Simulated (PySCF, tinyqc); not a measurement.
Inside a calculation. Method: CISD on RHF in the sto-6g basis, frozen core, for BeH+, spin multiplicity 1. The lowest restricted solution is unstable here: a spin-polarised one lies 0.0009 hartree lower (PySCF). One step of it, computed by the program tinyqc.

Question. CISD: roots. Diagonalise (each vector has its largest component positive (the first on a tie)); all determinants have Ms = 0, so triplets appear too. The lowest singlet root is the correlation energy.

Occupation strings over the orbitals (2 doubly, a alpha, b beta, 0 empty; spin orbitals ordered 1a 1b 2a 2b ...): 220000 2ab000 2a000b 2ba000 2b000a 202000 20a00b 200200 200020 20b00a 200002

H - E(HF) between determinants (hartree):
```
           220000     2ab000     2a000b     2ba000     2b000a     202000     20a00b     200200
220000   0.000000   0.000000   0.000000   0.000000   0.000000   0.053567  -0.053555   0.044199
2ab000   0.000000   0.142737   0.003187  -0.053567   0.053555   0.101346   0.048424   0.033493
2a000b   0.000000   0.003187   0.453838   0.053555  -0.121641   0.048424  -0.002615  -0.026978
2ba000   0.000000  -0.053567   0.053555   0.142737   0.003187  -0.101346   0.048062  -0.033493
2b000a   0.000000   0.053555  -0.121641   0.003187   0.453838  -0.048424   0.057469   0.026978
202000   0.053567   0.101346   0.048424  -0.101346  -0.048424   0.556045   0.114307   0.049766
20a00b  -0.053555   0.048424  -0.002615   0.048062   0.057469   0.114307   0.618985  -0.009933
200200   0.044199   0.033493  -0.026978  -0.033493   0.026978   0.049766  -0.009933   0.678348
200020   0.044199   0.033493  -0.026978  -0.033493   0.026978   0.049766  -0.009933   0.024258
20b00a   0.053555   0.048062   0.057469   0.048424  -0.002615  -0.114307  -0.064598   0.009933
200002   0.121641  -0.057469   0.027477   0.057469  -0.027477   0.064598   0.000058   0.023531

           200020     20b00a     200002
220000   0.044199   0.053555   0.121641
2ab000   0.033493   0.048062  -0.057469
2a000b  -0.026978   0.057469   0.027477
2ba000  -0.033493   0.048424   0.057469
2b000a   0.026978  -0.002615  -0.027477
202000   0.049766  -0.114307   0.064598
20a00b  -0.009933  -0.064598   0.000058
200200   0.024258   0.009933   0.023531
200020   0.678348   0.009933   0.023531
20b00a   0.009933   0.618985  -0.000058
200002   0.023531  -0.000058   0.940398
```

Give: lowest roots of this matrix, relative to E(HF); lowest vectors; <S^2> of these roots; weight of the ground state by excitation level 0, 1, 2, ....

Answer.

lowest roots of this matrix, relative to E(HF) (hartree): -0.035  0.062  0.117  0.323  0.423  0.590  0.612  0.654

lowest vectors:
```
        root 1  root 2  root 3  root 4
220000   0.973   0.000  -0.113   0.000
2ab000   0.047   0.686   0.637   0.083
2a000b   0.024  -0.120   0.106   0.675
2ba000  -0.047   0.686  -0.637   0.083
2b000a  -0.024  -0.120  -0.106   0.675
202000  -0.125   0.000  -0.353   0.000
20a00b   0.093  -0.121   0.070  -0.195
200200  -0.046   0.000  -0.027   0.000
200020  -0.046   0.000  -0.027   0.000
20b00a  -0.093  -0.121  -0.070  -0.195
200002  -0.107   0.000   0.128   0.000
```

<S^2> of these roots: 0.000  2.000  0.000  2.000  0.000  2.000  0.000  0.000

weight of the ground state by excitation level 0, 1, 2, ...: 0.946  0.005  0.049
